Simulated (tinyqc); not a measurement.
Competing polymorphs of an oxide film: bulk, surface, grain-boundary, dopant and field terms: one step, computed by the program tinyqc. Command: `OMP_NUM_THREADS=1 python tinyqc.py 3015127 3015128 out.jsonl polymorph walk`. One thread of a shared host (Intel(R) Xeon(R) Processor @ 2.30GHz), about 0.01 s of CPU time with the checks.

Phases: monoclinic m (reference), polar orthorhombic o, tetragonal t. Free energies per formula unit (f.u.); 1 J/m^2 x angstrom^3/nm = 6.241509 meV.

Task: A field. The polar phase gains -P E Omega (1 microcoulomb/cm^2 x MV/cm x angstrom^3 = 0.006241509 meV); the dielectric term -(1/2) eps_0 (eps - 1) E^2 Omega is left out. Where t lies below o, o is reached at E_up = [G(o) - G(t)]/(P Omega), else 0.

Inputs (values chosen for the exercise, for a model oxide):
```
quantity                       value               unit
volume per formula unit Omega   34.5         angstrom^3
temperature T                    500                  K
polarisation of o                 46  microcoulomb/cm^2
field E                          2.6              MV/cm
```

G(t) - G(o) = -43.10389 meV/f.u.

Give: gain P E Omega; G(t) - G(o) in the field; crossing field E_up.

Result:

gain P E Omega = 25.75 meV/f.u.

G(t) - G(o) in the field = -17.35 meV/f.u.

crossing field E_up = 4.352 MV/cm

Caution: this is an equilibrium ranking; real films often keep the phase that nucleates first on cooling from t.
